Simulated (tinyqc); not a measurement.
Critical points: density of states of one tight-binding band on the simple cubic lattice.

E(k) = -2 t (c1 + c2 + c3) - 4 t2 (c1 c2 + c2 c3 + c3 c1) with ci = cos(2 pi ki); k in fractions of the reciprocal vectors, mesh k_i = j/N with j = 0 .. N-1. Densities are per cell and per spin, so the band holds one state.

Inputs chosen for the exercise: t = 1.7 eV (nearest hopping); t2 = 0.33 eV (second hopping).

The gradient vanishes at these points by symmetry; the signs of the eigenvalues of the second-derivative matrix give the type.

Critical points:
```
point                k    E (eV)  positive  negative     type
Gamma        (0, 0, 0)  -14.1600         3         0  minimum
X          (0.5, 0, 0)   -2.0800         2         1   saddle
M        (0.5, 0.5, 0)    4.7200         1         2   saddle
R      (0.5, 0.5, 0.5)    6.2400         0         3  maximum
```

What can be read from this table?

Gamma is a minimum at -14.160 eV: its contribution to g starts as a square root. X is a saddle at -2.080 eV: g has a square-root kink there. M is a saddle at 4.720 eV: g has a square-root kink there. R is a maximum at 6.240 eV: its contribution to g ends as a square root.

Computed by tinyqc, a small Python program: `OMP_NUM_THREADS=1 python tinyqc.py 1652584 1652585 out.jsonl` (the numbers bound the seed that draws the inputs); one thread of a shared host (Intel(R) Xeon(R) Processor @ 2.30GHz), about 0.2 s for the whole set of steps.
